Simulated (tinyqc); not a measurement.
Phase space against the mass ratio: three-phonon processes in a diatomic chain: dispersion, energy and momentum conservation, and decay channels of optical phonons. Computed by tinyqc, a small Python program. Command: `OMP_NUM_THREADS=1 python tinyqc.py 3120684 3120685 out.jsonl threeph walk`. One thread of a shared host (Intel(R) Xeon(R) Processor @ 2.30GHz), about 0.05 s of CPU time with the checks.

Cell length a, two atoms, one spring constant. x = q a/pi runs from -1 to 1; A and O are the acoustic and optical branches. Matrix elements are not computed: only conservation laws and occupation factors are followed.

Inputs (values chosen for the exercise, for a model chain): light mass m = 31 u; spring constant k = 11 eV/angstrom^2; temperature T = 100 K.

Constants: nu for 1 eV/(angstrom^2 u) = 15.6333042 THz; h x 1 THz = 4.135667696 meV; k_B = 8.617333262e-05 eV/K.

Method:
- omega^2 = k (1/m + 1/M) -/+ k sqrt((1/m + 1/M)^2 - 4 sin^2(pi x/2)/(m M)); nu = 15.6333042 THz x sqrt(omega^2) for eV/(angstrom^2 u).
- Processes for O(x): decay O -> A + A and O -> O + A with x = x' + x'' (mod 2), and absorption O + A -> O with x + x' = x'' (mod 2). Roots of the energy mismatch in x' are bracketed on 4001 points from -1 to 1 and refined. A process is umklapp (U) if the sum of wave numbers leaves (-1, 1]. Weight = occupation factor/|d mismatch/dx'|, the factor being 1 + n' + n'' for decay and n' - n'' for absorption. Pairs that differ only by exchanging two acoustic products count once, and the trivial root x' = 0 is left out.
- Total weight summed over channels and averaged over x = 0.05, 0.15, ..., 0.95, with m and k fixed; share of those x with an open channel.

Optical phonons:
```
M/m  weight, A + A (1/THz)  weight, with O (1/THz)  share open
1.1                0.07372                       0         1.0
1.5                0.18772                       0         1.0
2.0                0.11584                       0         0.8
2.5                0.06861                       0         0.5
2.9                0.05335                       0         0.2
3.3                0.00000                       0         0.0
3.7                0.00000                       0         0.0
4.2                0.00000                       0         0.0
6.0                0.00000                       0         0.0
```

The A + A channel closes between M/m = 2.9 and 3.3 on this grid: energy conservation alone would allow it up to M/m = 4, where the optical bottom passes twice the acoustic top, but momentum must be conserved too. No channel with a second optical phonon opens at any ratio. A large gap that shuts such channels is one reason why crystals with very unequal masses can conduct heat well.
